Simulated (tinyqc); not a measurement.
Inside a calculation. Method: empirical pseudopotential in a few plane waves. One step of it, computed by the program tinyqc.

Problem. Levels at k. Diagonalise the Hermitian matrix.

H(k) at k (eV):
```
                     +0+0+0               -1-1-1               -1-1+1               -1+1-1
+0+0+0             3.670721   2.212756+0.307862i  -2.212756+0.307862i  -2.212756+0.307862i
-1-1-1   2.212756-0.307862i            11.333157   0.000000-0.952399i   0.000000-0.952399i
-1-1+1  -2.212756-0.307862i   0.000000+0.952399i            23.758728             0.353748
-1+1-1  -2.212756-0.307862i   0.000000+0.952399i             0.353748            21.480707
-1+1+1  -2.212756+0.307862i            -0.353748   0.000000+0.952399i   0.000000+0.952399i
+1-1-1  -2.212756-0.307862i   0.000000+0.952399i             0.353748             0.353748
+1-1+1  -2.212756+0.307862i            -0.353748   0.000000+0.952399i             0.000000
+1+1-1  -2.212756+0.307862i            -0.353748             0.000000   0.000000+0.952399i
+1+1+1   2.212756+0.307862i             0.000000            -0.353748            -0.353748
-2+0+0   0.000000-0.952399i  -2.212756+0.307862i  -2.212756-0.307862i  -2.212756-0.307862i
+0-2+0   0.000000-0.952399i  -2.212756+0.307862i  -2.212756-0.307862i   0.538758-0.086586i
+0+0-2   0.000000-0.952399i  -2.212756+0.307862i   0.538758-0.086586i  -2.212756-0.307862i
+0+0+2   0.000000+0.952399i  -0.538758-0.086586i   2.212756+0.307862i  -0.538758+0.086586i
+0+2+0   0.000000+0.952399i  -0.538758-0.086586i  -0.538758+0.086586i   2.212756+0.307862i
+2+0+0   0.000000+0.952399i  -0.538758-0.086586i  -0.538758+0.086586i  -0.538758+0.086586i

                     -1+1+1               +1-1-1               +1-1+1               +1+1-1
+0+0+0  -2.212756-0.307862i  -2.212756+0.307862i  -2.212756-0.307862i  -2.212756-0.307862i
-1-1-1            -0.353748   0.000000-0.952399i            -0.353748            -0.353748
-1-1+1   0.000000-0.952399i             0.353748   0.000000-0.952399i             0.000000
-1+1-1   0.000000-0.952399i             0.353748             0.000000   0.000000-0.952399i
-1+1+1            33.906278             0.000000             0.353748             0.353748
+1-1-1             0.000000             4.499092   0.000000-0.952399i   0.000000-0.952399i
+1-1+1             0.353748   0.000000+0.952399i            16.924664             0.353748
+1+1-1             0.353748   0.000000+0.952399i             0.353748            14.646642
+1+1+1   0.000000+0.952399i            -0.353748   0.000000+0.952399i   0.000000+0.952399i
-2+0+0   2.212756-0.307862i   0.538758-0.086586i  -0.538758-0.086586i  -0.538758-0.086586i
+0-2+0  -0.538758-0.086586i  -2.212756-0.307862i   2.212756-0.307862i  -0.538758-0.086586i
+0+0-2  -0.538758-0.086586i  -2.212756-0.307862i  -0.538758-0.086586i   2.212756-0.307862i
+0+0+2  -2.212756+0.307862i  -0.538758+0.086586i  -2.212756+0.307862i   0.538758+0.086586i
+0+2+0  -2.212756+0.307862i  -0.538758+0.086586i   0.538758+0.086586i  -2.212756+0.307862i
+2+0+0   0.538758+0.086586i   2.212756+0.307862i  -2.212756+0.307862i  -2.212756+0.307862i

                     +1+1+1               -2+0+0               +0-2+0               +0+0-2
+0+0+0   2.212756-0.307862i   0.000000+0.952399i   0.000000+0.952399i   0.000000+0.952399i
-1-1-1             0.000000  -2.212756-0.307862i  -2.212756-0.307862i  -2.212756-0.307862i
-1-1+1            -0.353748  -2.212756+0.307862i  -2.212756+0.307862i   0.538758+0.086586i
-1+1-1            -0.353748  -2.212756+0.307862i   0.538758+0.086586i  -2.212756+0.307862i
-1+1+1   0.000000-0.952399i   2.212756+0.307862i  -0.538758+0.086586i  -0.538758+0.086586i
+1-1-1            -0.353748   0.538758+0.086586i  -2.212756+0.307862i  -2.212756+0.307862i
+1-1+1   0.000000-0.952399i  -0.538758+0.086586i   2.212756+0.307862i  -0.538758+0.086586i
+1+1-1   0.000000-0.952399i  -0.538758+0.086586i  -0.538758+0.086586i   2.212756+0.307862i
+1+1+1            27.072214  -0.538758-0.086586i  -0.538758-0.086586i  -0.538758-0.086586i
-2+0+0  -0.538758+0.086586i            31.214071             0.353748             0.353748
+0-2+0  -0.538758+0.086586i             0.353748            14.232457             0.353748
+0+0-2  -0.538758+0.086586i             0.353748             0.353748            11.954435
+0+0+2  -2.212756-0.307862i            -0.353748            -0.353748             0.000000
+0+2+0  -2.212756-0.307862i            -0.353748             0.000000            -0.353748
+2+0+0  -2.212756-0.307862i             0.000000            -0.353748            -0.353748

                     +0+0+2               +0+2+0               +2+0+0
+0+0+0   0.000000-0.952399i   0.000000-0.952399i   0.000000-0.952399i
-1-1-1  -0.538758+0.086586i  -0.538758+0.086586i  -0.538758+0.086586i
-1-1+1   2.212756-0.307862i  -0.538758-0.086586i  -0.538758-0.086586i
-1+1-1  -0.538758-0.086586i   2.212756-0.307862i  -0.538758-0.086586i
-1+1+1  -2.212756-0.307862i  -2.212756-0.307862i   0.538758-0.086586i
+1-1-1  -0.538758-0.086586i  -0.538758-0.086586i   2.212756-0.307862i
+1-1+1  -2.212756-0.307862i   0.538758-0.086586i  -2.212756-0.307862i
+1+1-1   0.538758-0.086586i  -2.212756-0.307862i  -2.212756-0.307862i
+1+1+1  -2.212756+0.307862i  -2.212756+0.307862i  -2.212756+0.307862i
-2+0+0            -0.353748            -0.353748             0.000000
+0-2+0            -0.353748             0.000000            -0.353748
+0+0-2             0.000000            -0.353748            -0.353748
+0+0+2            36.805578             0.353748             0.353748
+0+2+0             0.353748            34.527557             0.353748
+2+0+0             0.353748             0.353748            17.545942
```

Give: eigenvalues.

Solution.

eigenvalues (eV): -0.4150  4.2760  9.3822  10.2739  14.0006  15.5943  16.7349  20.4573  21.7741  23.5977  26.5291  31.4463  33.9295  36.2033  39.7881
